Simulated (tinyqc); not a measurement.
Two-dimensional electron gas with Rashba and Dresselhaus coupling: one step. The matrix. Three cases, with inputs chosen for the exercise.

Question. H = [[E0, Bx - i By], [Bx + i By, E0]] in meV; diagonalise. Precession period h/(2|B|) = 2 pi hbar/(splitting).

Constants: hbar = 6.58211957e-16 eV s.

Give: H; levels; period.

Case 1.

E0 = 9.33651 meV

Bx, By (meV): 0.165780  -0.257466

Answer.

H (meV):
```
                  up            down
up            9.3365  0.1658+0.2575i
down  0.1658-0.2575i          9.3365
```

levels (meV): 9.0303  9.6427

period = 6.75 ps

Case 2.

E0 = 36.74064 meV

Bx, By (meV): 2.903389  2.903389

Answer.

H (meV):
```
                  up            down
up           36.7406  2.9034-2.9034i
down  2.9034+2.9034i         36.7406
```

levels (meV): 32.6346  40.8467

period = 0.504 ps

Case 3.

E0 = 62.52678 meV

Bx, By (meV): 3.145794  3.145794

Answer.

H (meV):
```
                  up            down
up           62.5268  3.1458-3.1458i
down  3.1458+3.1458i         62.5268
```

levels (meV): 58.0780  66.9756

period = 0.465 ps

Computed by tinyqc, one run a case: `OMP_NUM_THREADS=1 python tinyqc.py N N+1 out.jsonl` with N = 1480242, 1480560, 1480631; one thread of a shared Intel(R) Xeon(R) Processor @ 2.30GHz, about 0.01 s a run at most.
